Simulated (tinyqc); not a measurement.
Ways to converge the cycle: SCF convergence aids in the cc-pvdz basis, for H2+, spin multiplicity 2. Computed by the program tinyqc with PySCF. UHF with one setting changed at a time; a run stops when the energy changes by less than 1e-09 hartree and the error matrix is below 1e-5. The start is random orbitals. Damping d keeps d of the old density; a shift (hartree) raises the virtual levels; DIIS n extrapolates F over n matrices.

Geometry (angstrom):

| atom | x | y | z |
|---|---|---|---|
| H | 0.0000 | 0.0000 | 0.0000 |
| H | 0.0000 | 0.0000 | 0.8500 |

lowest solution found by these runs and by PySCF with stability checks = -0.588686 hartree

Largest element of the error matrix X^T (FDS - SDF) X:

| iteration | plain | damping 0.3 | damping 0.6 | shift 0.4 | DIIS 3 | DIIS 8 |
|---|---|---|---|---|---|---|
| 1 | 2.2e-01 | 2.2e-01 | 2.2e-01 | 2.2e-01 | 2.2e-01 | 2.2e-01 |
| 2 | 4.7e-02 | 7.6e-02 | 1.4e-01 | 8.3e-02 | 4.7e-02 | 4.7e-02 |
| 3 | 1.3e-02 | 2.7e-02 | 8.6e-02 | 4.4e-02 | 1.4e-02 | 1.4e-02 |
| 4 | 3.8e-03 | 1.3e-02 | 5.4e-02 | 2.4e-02 | 3.9e-04 | 3.9e-04 |
| 5 | 1.1e-03 | 7.2e-03 | 3.4e-02 | 1.3e-02 | 1.9e-05 | 1.9e-05 |
| 6 | 3.1e-04 | 3.7e-03 | 2.2e-02 | 7.9e-03 | 3.5e-06 | 3.3e-06 |
| 8 | 2.6e-05 | 1.0e-03 | 9.2e-03 | 2.8e-03 | - | - |
| 10 | 2.3e-06 | 2.7e-04 | 4.8e-03 | 1.0e-03 | - | - |
| 14 | - | 1.7e-05 | 1.4e-03 | 1.2e-04 | - | - |
| 20 | - | 3.2e-07 | 2.0e-04 | - | - | - |
| 30 | - | - | 7.7e-06 | - | - | - |

How each run ends:

| run | iterations | E (hartree) | state |
|---|---|---|---|
| plain | 10 | -0.58869 | lowest found |
| damping 0.3 | 20 | -0.58869 | lowest found |
| damping 0.6 | 43 | -0.58869 | lowest found |
| shift 0.4 | 19 | -0.58869 | lowest found |
| DIIS 3 | 7 | -0.58869 | lowest found |
| DIIS 8 | 7 | -0.58869 | lowest found |

What does the comparison show, and why?

6 of 6 runs reach the lowest solution found, in 7 to 43 iterations (fastest: DIIS 3, DIIS 8). Plain steps already contract here, so damping only slows them. DIIS 3 and DIIS 8 gain by cancelling the error over several earlier matrices, much as a quasi-Newton step does.
